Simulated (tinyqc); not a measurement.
From results back to parameters: statistics of electrons in three, two and one dimensions. Three cases, with inputs chosen for the exercise.

Problem. A sheet with one subband has n2 = (2/lambda^2) ln(1 + exp(eta)).

One band edge at E = 0, lambda = sqrt(4 pi c/(m1 kT)) with c = hbar^2/2m0. Densities with spin: n3 = (2/lambda^3) F_1/2(eta), n2 = (2/lambda^2) F_0(eta) with F_0 = ln(1 + exp(eta)), n1 = (2/lambda) F_-1/2(eta). F_j(eta) = (1/Gamma(j + 1)) integral_0^infinity x^j dx/(1 + exp(x - eta)), which tends to exp(eta) for eta << 0.

Constants: hbar^2/2m0 = 3.80998211 eV angstrom^2; kB = 8.617333262e-05 eV/K.

Find: n2 lambda^2/2; eta; EF above the subband edge.

Method. eta = ln(exp(n2 lambda^2/2) - 1), with n2 in 1/angstrom^2.

Case 1.

Values chosen (out of a larger set: near those of Si, lowest valleys alone; not measured data): m1 = 0.194 m0 (mass of one isotropic band with spin); T = 330 K.

n2 = 4.52052e+12 1/cm^2

Solution.

n2 lambda^2/2 = 1.9616
eta = 1.810
EF above the subband edge = 51.47 meV

Case 2.

Values chosen (out of a larger set: near those of GaAs, lowest valleys alone; not measured data): m1 = 0.0634 m0 (mass of one isotropic band with spin); T = 200 K.

n2 = 2.09970e+12 1/cm^2

Solution.

n2 lambda^2/2 = 4.6001
eta = 4.590
EF above the subband edge = 79.11 meV

Case 3.

Values chosen (out of a larger set: near those of GaN, lowest valleys alone; not measured data): m1 = 0.199 m0 (mass of one isotropic band with spin); T = 200 K.

n2 = 8.51396e+12 1/cm^2

Solution.

n2 lambda^2/2 = 5.9426
eta = 5.940
EF above the subband edge = 102.37 meV

Computed by tinyqc, one run a case: `OMP_NUM_THREADS=1 python tinyqc.py N N+1 out.jsonl` with N = 1682707, 1682751, 1682764; one thread of a shared Intel(R) Xeon(R) Processor @ 2.30GHz, about 0.01 s a run at most.
